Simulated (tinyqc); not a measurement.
Crystal pulling from the melt: segregation, interface stability, heat balance and point-defect regime: one step, computed by the program tinyqc.

A dilute solute; steady pulling with a flat interface unless it is found unstable.

Problem. Constitutional supercooling. Liquidus slope per concentration (van 't Hoff): |m| = k_B T_m^2 (1 - k0)/L. Solute gradient at the interface: G_C = (V/D) C_s (1 - k0)/k0. Constitutional supercooling sets in when |m| G_C > G_L. Critical C_s from the equality.

Inputs (values chosen for the exercise, modelled on germanium in silicon):
```
quantity,value,unit
equilibrium coefficient k0,0.33,-
diffusivity in the melt D,0.00011,cm^2/s
pull rate V,0.72,mm/min
gradient in the melt G_L,18,K/cm
latent heat per volume L,4260,J/cm^3
melting point T_m,1685,K
```

C_s = 4.726047e+19 1/cm^3

Constants: k_B = 1.380649e-23 J/K.

Give: |m|; |m| G_C; critical C_s; ratio |m| G_C/G_L.

Solution.

|m| = 6.1652e-21 K cm^3

|m| G_C = 6.4535 K/cm

critical C_s = 1.3182e+20 1/cm^3

ratio |m| G_C/G_L = 0.35853

The interface is stable by this test, with a margin of 2.8.
